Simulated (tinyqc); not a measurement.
Resonant-tunnelling diode, transfer matrices and Tsu-Esaki current: one step of the calculation.

Emitter (band edge 0), barrier d1, well Lw, barrier d2, collector (edge -V). The bias drops linearly over these layers and none in the contacts; each layer is cut into ns equal slices, flat at the value of their centres. E is the energy of motion across the layers, C = hbar^2/(2 m0), psi and psi'/m are continuous. Transport is coherent, T(E) is taken as independent of the transverse momentum, and charge in the well is ignored.

Question. Running product of the slice matrices at the trial energy. For the pair (psi, psi'/m) a flat layer has M = [[cos kd, (m/k) sin kd], [-(k/m) sin kd, cos kd]] with k = sqrt(m (E - U)/C) above its edge U, and M = [[cosh Kd, (m/K) sinh Kd], [(K/m) sinh Kd, cosh Kd]] with K = sqrt(m (U - E)/C) below it. Later slices stand to the left. With M acting on (psi, psi'/m) and v = k/m in each lead, T(E) = 4 vL vR/[(vL vR M12 - M21)^2 + (vR M11 + vL M22)^2]. vL = sqrt(mw E/C)/mw, vR = sqrt(mw (E + V)/C)/mw.

Inputs (values chosen for the exercise); masses and offsets of a made-up heterostructure:
```
symbol,value,unit,meaning
mw,0.26,m0,"mass in the well, spacer and contacts"
ns,3,,slices in each layer
V,0.23,V,bias of the collector
E,0.12859,eV,trial energy
```

Constants: q = 1.602176634e-19 C, hbar = 1.054571817e-34 J s, m0 = 9.1093837015e-31 kg, hbar^2/(2 m0) = 0.0380998212 eV nm^2. Results are converted to the units shown.

```
slice	U (eV)	m (m0)	width (nm)
0	0.99010753	0.49	0.26666667
1	0.97032258	0.49	0.26666667
2	0.95053763	0.49	0.26666667
3	-0.07666667	0.26	0.46666667
4	-0.11129032	0.26	0.46666667
5	-0.14591398	0.26	0.46666667
6	0.82564516	0.49	0.3
7	0.80338710	0.49	0.3
8	0.78112903	0.49	0.3
```

Find: Product after each layer; T(E).

Answer.

Product after each layer:
```
	M11	M12 (nm)	M21 (1/nm)	M22
barrier d1	7.0532	1.0300	46.432	6.9221
well	8.1870	1.2236	-47.770	-7.0176
barrier d2	3.0467	0.59862	11.275	2.5435
```

T(E) = 0.11426

Computed by the program tinyqc: `OMP_NUM_THREADS=1 python tinyqc.py 2600020 2600021 out.jsonl`, one thread of a shared Intel Xeon 2.30GHz, about 0.2 s for the whole run.
